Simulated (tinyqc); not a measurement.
Surface photovoltage measurement of the minority-carrier diffusion length in a wafer: one step, computed by the program tinyqc. Command: `OMP_NUM_THREADS=1 python tinyqc.py 3130473 3130474 out.jsonl spv walk`. One thread of a shared host (Intel(R) Xeon(R) Processor @ 2.30GHz), about 0.01 s of CPU time with the checks.

Low injection, steady light, a depletion layer much thinner than 1/alpha and L. The excess density dn is taken at the front edge of the neutral region; light that reaches the back is lost.

Task: The linear plot. alpha = (84.732/lambda - 76.417)^2 per cm with lambda in micrometre (an empirical fit for silicon between 0.7 and 1.05 micrometre). Thick wafer: dn = Phi L/((S_f + D/L)(L + 1/alpha)). Finite wafer, with s = S_b L/D, w = W/L, a = alpha L: dn = [Phi a/(a^2 - 1)] [a - B - exp(-alpha W)(a - s)/(cosh w + s sinh w)]/(S_f + B D/L), B = (sinh w + s cosh w)/(cosh w + s sinh w). Readings y = (Phi/dn) (1 + noise x g) at 780, 830, 880, 920, 950, 975 and 995 nm; a least-squares line y = c (1/alpha + L_app) gives L_app = intercept/slope.

Inputs (values chosen for the exercise, modelled on p-type silicon at room temperature):
```
quantity                            value        unit
diffusion length L                    180  micrometre
wafer thickness W                     625  micrometre
diffusivity D                        33.4      cm^2/s
front recombination velocity S_f     8800        cm/s
back recombination velocity S_b    340000        cm/s
photon flux entering              7.5e+11  1/(cm^2 s)
relative noise of each reading          1           %
```

normal deviates g for the noise: 0.70  0.18  0.96  0.52  -0.67  0.44  0.71

Give: the table «Readings» with the columns 1/alpha (micrometre), y (cm/s), line (cm/s), for lambda (nm) = 780, 830, 880, 920, 950, 975, 995; slope; apparent length L_app; error of L_app (rounded to 0.001).

Result:

Readings:
```
lambda (nm)  1/alpha (micrometre)  y (cm/s)  line (cm/s)
780                           9.6     11310        11267
830                          15.2     11581        11600
880                          25.3     12280        12209
920                          40.7     13142        13130
950                          61.3     14206        14368
975                          90.9     16144        16148
995                         130.9     18610        18549
```

slope = 60.06 cm/(s micrometre)

apparent length L_app = 178.0 micrometre

error of L_app (rounded to 0.001) = -1.128 %

Without noise the error would be -1.0 %, from the finite thickness at W/L = 3.5. S_f scales all readings alike and leaves L_app unchanged.
